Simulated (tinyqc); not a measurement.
What moves the results: three-level Kane dispersion of a narrow-gap semiconductor. A value that a table varies takes the place of the one given here.

Zero of energy at Gamma8, c = hbar^2/2m0, P^2 = Ep c. The free-electron term and remote bands are left out, so the heavy holes are flat at E = 0 and the other three bands obey E (E - Eg)(E + Dso) = P^2 k^2 (E + 2 Dso/3). The conduction band is the highest root; its edge is Ec = max(Eg, 0).

Degenerate electrons at T = 0: kF = (3 pi^2 n)^(1/3), 1 cm^-3 = 1e-24 angstrom^-3; EF is the highest root at kF. The momentum (cyclotron, optical) mass is m(E) = hbar^2 k/(dE/dk) = c d(k^2)/dE with d(k^2)/dE = k^2 [1/E + 1/(E - Eg) + 1/(E + Dso) - 1/(E + 2 Dso/3)]; the density of states is k d(k^2)/dE/(2 pi^2).

Edge mass m0* = Eg (Eg + Dso)/(Ep (Eg + 2 Dso/3)).
Constants: hbar^2/2m0 = 3.80998211 eV angstrom^2.

Parameters, chosen for this exercise (near those of GaSb; not measured data):
```
symbol  value    unit        meaning
Eg      0.825    eV          E(Gamma6) - E(Gamma8)
Dso     0.75     eV          spin-orbit splitting
Ep      26.7     eV          Kane energy
k       0.016    1/angstrom  wave vector
n       2.3e+16  cm^-3       electron density
```

## Filling the band

n from 1e15 to 1e19 cm^-3. The last column is the local power d ln(EF - Ec)/d ln n = kF^2/(1.5 (EF - Ec) d(k^2)/dE).

Results:
```
n (cm^-3)  kF (1/angstrom)  EF - Ec (meV)  parabolic (meV)   m(EF)  m(EF)/m0*  power
1.0e+15            0.00309            1.0              1.0  0.0368       1.00  0.666
1.0e+16            0.00667            4.6              4.6  0.0371       1.01  0.663
3.0e+16            0.00961            9.5              9.6  0.0375       1.02  0.660
1.0e+17            0.01436           20.9             21.4  0.0384       1.05  0.652
3.0e+17            0.02071           42.5             44.5  0.0401       1.09  0.638
1.0e+18            0.03094           90.4             99.3  0.0439       1.20  0.612
3.0e+18            0.04462          173.8            206.5  0.0505       1.38  0.576
1.0e+19            0.06665          337.8            460.8  0.0633       1.72  0.527
```

The power falls from 0.666 to 0.527: 2/3 marks a parabola, 1/3 a linear band. The parabola is within 10 % up to n = 1.0e+18 cm^-3. The mass ends at 1.72 times its edge value. Side valleys are left out; where they lie low (GaSb, grey Sn: about 0.1 eV) they take the electrons long before the last rows.

## Closing and inverting the gap

Eg is varied at fixed k, Dso and Ep. Edge mass: Eg (Eg + Dso)/(Ep (Eg + 2 Dso/3)) for Eg > 0, 3 |Eg|/(2 Ep) for Eg < 0. The Gamma6 weight of the conduction state is 1/(1 + P^2 k^2 [(2/3)/E^2 + (1/3)/(E + Dso)^2]).

Results:
```
Eg (eV)      m0*  highest root (eV)  middle (eV)  lowest (eV)  E - Ec (meV)  Gamma6 weight
-0.400   0.02247             0.0404      -0.4158      -0.7746          40.4          0.086
-0.200   0.01124             0.0676      -0.2516      -0.7660          67.6          0.208
-0.080   0.00449             0.1014      -0.1683      -0.7631         101.4          0.370
-0.020   0.00112             0.1268      -0.1347      -0.7621         126.8          0.478
0.020    0.00111             0.1474      -0.1160      -0.7614         127.4          0.553
0.080    0.00429             0.1838      -0.0932      -0.7606         103.8          0.656
0.200    0.01017             0.2723      -0.0630      -0.7593          72.3          0.805
0.400    0.01914             0.4462      -0.0385      -0.7576          46.2          0.915
```

The edge mass vanishes with |Eg| from both sides, yet the kinetic energy at this k stays finite, at most 127.4 meV in the table; at Eg = 0 the two-level form, without the split-off band, gives the linear value sqrt(2/3) P k = 131.8 meV. The Gamma6 weight of the conduction state goes smoothly from 0.09 to 0.91 and is 0.48 and 0.55 in the two rows next to Eg = 0: at finite k nothing jumps at the inversion.

## What each parameter does

Edge mass, EF - Ec and m(EF). Each row changes one parameter from the base and keeps the others.

Results:
```
case               m0* (m0)  EF - Ec (meV)  m(EF) (m0)
base                0.03673           7.96     0.03737
n = 4.6e+16 cm^-3   0.03673          12.57     0.03774
Eg = 0.7012 eV      0.03173           9.19     0.03248
Dso = 0.8625 eV     0.03724           7.85     0.03788
Ep = 22.695 eV      0.04321           6.77     0.04385
```

The largest shifts from the base row, up to three for each result and ties (the steps differ in size, so this ranks the rows, not the parameters). m0* (m0): Ep +0.00648, Eg -0.00500, Dso +0.00052; unchanged at the printed digits by n. EF - Ec (meV): n +4.61, Eg +1.23, Ep -1.19. m(EF) (m0): Ep +0.00648, Eg -0.00489, Dso +0.00051.

Run: tinyqc, `OMP_NUM_THREADS=1 python tinyqc.py 1050319 1050320 out.jsonl`; Intel(R) Xeon(R) Processor @ 2.30GHz, one thread, shared host; about 0.01 s of CPU time with all checks.
